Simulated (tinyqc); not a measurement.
# MOSFET in saturation, small-signal circuit and noise: several studies

Bias by the inversion coefficient IC = I/Ispec (charge-based model with velocity saturation; weak inversion below 0.1, strong above 10). Common-source circuit: gm, gds, Cgs, Cgd and Cj at the inner nodes, Rg in series with the gate; quasi-static, no source or drain resistance, no gate-body capacitance, no substrate network, no induced gate noise, so fmax is an upper estimate.

Parameters, values chosen for the exercise:
```
symbol   value         unit                                   meaning
T          250            K                               temperature
L          130           nm                               gate length
W           80           um                          total gate width
Cox        1.7      uF/cm^2                          gate capacitance
mu         430   cm^2/(V s)                                  mobility
n         1.39                                           slope factor
Ls          25           nm                velocity-saturation length
sg       0.036                                           ratio gds/gm
Cov       0.44        fF/um   overlap and fringe capacitance per side
Cj        0.65        fF/um                drain junction capacitance
Rsh         10          ohm              sheet resistance of the gate
Wf           2           um                              finger width
Rc         100       ohm um      gate contact and vertical resistance
IC        0.28                                  inversion coefficient
gw        0.05               short-channel excess of the noise factor
Nt      1.2e18  cm^-3 eV^-1                        oxide trap density
lt         0.1           nm          tunnelling length into the oxide
ac       10000        V s/C            Coulomb scattering coefficient
```

Constants: q = 1.602176634e-19 C, kB = 1.380649e-23 J/K, Vt = kB T/q. Results are converted to the units shown.

Each table varies one quantity; the others keep the values above.

## Effect of the overlap and fringe capacitance per side on speed and noise

Ispec = 2 n mu Cox (W/L) Vt^2, lc = Ls/L, gms = [sqrt((lc IC + 1)^2 + 4 IC) - 1]/[2 + lc (lc IC + 1)], gm = gms Ispec/(n Vt), gds = sg gm. qs = [sqrt(1 + 4 IC) - 1]/2, Cgs = Cox W L qs (2 qs + 3)/(3 (qs + 1)^2) + Cov W, Cgd = Cov W, Cd = Cj W, Rg = Rsh (Wf/L)/(12 Nf) + Rc/W with Nf = W/Wf fingers (not rounded) contacted at both ends. fT = gm/(2 pi (Cgs + Cgd)), fmax = fT/(2 sqrt(Rg (gds + 2 pi fT Cgd))). Channel noise Sid = 4 kB T gam n gm with gam = (1/2 + (2/3) qs)/(1 + qs) + gw lc IC, qs = [sqrt(1 + 4 IC) - 1]/2, lc = Ls/L (the last term an empirical rise with velocity saturation); at the gate, white noise Sw = Sid/gm^2 + 4 kB T Rg. Number fluctuation with correlated mobility: S(f) = K/f, K = q^2 Vt lt Nt/(W L Cox^2) (1 + ac mu Cox I/gm)^2, Vt in eV with Nt per eV. Corner fc = K/Sw. IC is held fixed.

The same in every row: I (uA) = 162.5; Rg (ohm) = 1.571; sqrt(Sw) (nV/Hz^0.5) = 1.543; fc (MHz) = 15.05.

Result of one run:
```
Cov (fF/um)  fT (GHz)  fmax (GHz)
0.65            5.127       47.80
```

What becomes of these results when the overlap and fringe capacitance per side Cov is changed from 0.65 to 0.55 fF/um, all else the same?

Result of the changed run:
```
Cov (fF/um)  fT (GHz)  fmax (GHz)
0.55            5.818       55.26
```

The whole series:
```
Cov (fF/um)  fT (GHz)  fmax (GHz)
0.05            17.82       289.2
0.15            12.61       151.2
0.25            9.763       104.7
0.35            7.963       80.51
0.45            6.724       65.50
0.55            5.818       55.26
0.65            5.127       47.80
```

As Cov goes from 0.05 to 0.65 fF/um, fT falls from 17.8 to 5.13 GHz, fmax falls from 289 to 47.8 GHz, the white noise stays at 1.54 nV/Hz^0.5 and the corner stays at 15.0 MHz. In every row fmax exceeds 4 fT, where channel resistance and substrate losses, left out here, would cap it.

## Effect of the finger width on speed and noise

Same model as above.

Corner fc = K/Sw. IC is held fixed.

The same in every row: I (uA) = 162.51; fT (GHz) = 6.8300.

Results:
```
Wf (um)  Rg (ohm)  fmax (GHz)  sqrt(Sw) (nV/Hz^0.5)  fc (MHz)
0.25       1.2550      74.664                1.5413    15.075
1          1.3301      72.525                1.5416    15.068
2          1.5705      66.744                1.5427    15.047
4          2.5321      52.565                1.5470    14.964
8          6.3782      33.119                1.5641    14.639
```

Estimate the missing row, Wf = 0.5 um.

Computed row:
```
Wf (um)  Rg (ohm)  fmax (GHz)  sqrt(Sw) (nV/Hz^0.5)  fc (MHz)
0.5        1.2700      74.221                1.5413    15.074
```

With this row back in the table: As Wf goes from 0.25 to 8 um, fT stays at 6.83 GHz, fmax falls from 74.7 to 33.1 GHz, the white noise rises from 1.54 to 1.56 nV/Hz^0.5 and the corner falls from 15.1 to 14.6 MHz. The finger width leaves fT alone and acts through Rg, whose sheet part goes as Wf^2. In every row fmax exceeds 4 fT, where channel resistance and substrate losses, left out here, would cap it.

## Effect of the gate length on speed and noise

Same model as above.

Corner fc = K/Sw. IC is held fixed, and so is sg.

Effect of the gate length on speed and noise:
```
L (nm)  I (uA)  Rg (ohm)  fT (GHz)  fmax (GHz)  sqrt(Sw) (nV/Hz^0.5)  fc (MHz)
20        1056     3.333     51.77       127.7                0.6904     521.4
32       660.2     2.552     33.43       117.1                0.8186     224.3
50       422.5     2.083     21.08       102.7                0.9882     96.85
79       267.4     1.777     12.59       85.67                 1.217     40.00
130      162.5     1.571     6.830       66.74                 1.543     15.05
200      105.6     1.458     3.840       51.54                 1.902     6.416
320      66.02     1.380     1.942       37.19                 2.397     2.521
500      42.25     1.333    0.9644       26.18                 2.989     1.036
```

As L goes from 20 to 500 nm, fT falls from 51.8 to 0.964 GHz, fmax falls from 128 to 26.2 GHz, the white noise rises from 0.690 to 2.99 nV/Hz^0.5 and the corner falls from 521 to 1.04 MHz. fT goes as L^(-0.93) between the first two rows and L^(-1.57) between the last two; with no overlap and no velocity saturation it would go as 1/L^2. For L = 50 to 500 nm fmax exceeds 4 fT, where channel resistance and substrate losses, left out here, would cap it.

Program tinyqc, `OMP_NUM_THREADS=1 python tinyqc.py 2150032 2150033 out.jsonl`; Intel Xeon 2.30GHz, shared host, one thread, about 0.01 s.
